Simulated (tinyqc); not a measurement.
Worked calculation: donor or exciton in a quantum well (variational effective-mass method). Computed by tinyqc, a small Python program that keeps every step. Command: `OMP_NUM_THREADS=1 python tinyqc.py 3010642 3010643 out.jsonl welldonor walk`. One thread of a shared host (Intel(R) Xeon(R) Processor @ 2.30GHz), about 0.03 s of CPU time with the checks. Intermediate numbers are printed to about 6 digits and carried at full precision; extremes and crossings named in words are read from the listed rows.

Electron and hole in their lowest subbands f(z) = cos(pi z/L); relative in-plane motion exp(-rho/lambda) (separable trial function), H = -nabla_rho^2 - 2/sqrt(rho^2 + (z_e - z_h)^2) in effective units. Mass and screening are the same in well and barrier; l = L/a* is the width in effective units. Bands are flat: no polarisation or applied field.

Inputs (values chosen for the exercise, modelled on InAs):

| quantity | value | unit |
|---|---|---|
| electron mass m | 0.0252 | m_0 |
| dielectric constant eps | 14.7 | - |
| well width L | 15 | nm |
| trial radius lambda | 0.49 | a* |
| in-plane hole mass m_h | 0.207 | m_0 |

Centre: exciton. Barriers: infinite.

Constants: Ry = 13.605693123 eV; a_0 = 0.529177210903 angstrom; hbar^2/(2 m_0) = 3.80998212 eV angstrom^2.

## Effective units

mu = m m_h/(m + m_h) takes the place of m; Ry* = Ry m/eps^2, a* = a_0 eps/m; l = L/a*.

mass used = 0.0224651 m_0

Ry* = 1.41447 meV

a* = 34.6266 nm

l = 0.433193

## Binding at the trial radius

k = pi/l; f = cos(k z) inside and zero outside. Binding E_b(lambda) = -1/lambda^2 + (8/lambda^2) int_0^l P(z) g(z) dz, with P(z) = (2/l) [(1 - z/l)(1 + cos(2 pi z/l)/2) + (3/(4 pi)) sin(2 pi z/l)] the distribution of |z_e - z_h| and g(z) = int_z^infinity exp(-2 sqrt(r^2 - z^2)/lambda) dr = int_0^infinity exp(-2 rho/lambda) rho/sqrt(rho^2 + z^2) d rho; 40 Gauss-Legendre points in z and 40 in t with rho = lambda t/(1 - t).

int P dz = 1

int P g dz = 0.190775 a*

E_b(lambda) = 2.19158 Ry*

## Best radius

Golden-section search for the maximum over lambda from 0.3 to 4, 40 steps.

best lambda = 0.710006 a*

binding in Ry* = 2.69320

binding energy = 3.80946 meV

radius lambda a* = 24.5851 nm

Confinement changes the binding by a factor 2.693 against the bulk value (limits: 4 in two dimensions, 1 inside a wide well, which this separable form does not reach).

## Binding against well width

Each row maximises over lambda (golden section, 0.3 to 4).

Against width:

| L (nm) | lambda (a*) | binding (Ry*) | binding (meV) |
|---|---|---|---|
| 1.2 | 0.525625 | 3.79915 | 5.37380 |
| 2.2 | 0.544275 | 3.66021 | 5.17727 |
| 4.5 | 0.581842 | 3.40049 | 4.80991 |
| 8.2 | 0.632866 | 3.08850 | 4.36859 |
| 15.0 | 0.710006 | 2.69320 | 3.80946 |
| 27.0 | 0.818933 | 2.25640 | 3.19161 |
| 48.0 | 0.968838 | 1.81685 | 2.56989 |

The binding is largest in the narrowest well, 3.799 Ry* at 1.2 nm, on the way to 4. In the widest well it is 1.817 Ry*. In the narrow rows the confinement energy passes real barrier heights: infinite walls and a parabolic band fail, and with real barriers the binding peaks and falls.

Checks made by the program: the two-dimensional limit, 4 Ry* (relative difference 3e-03); normalisation of P(z) (relative difference below 1e-10).
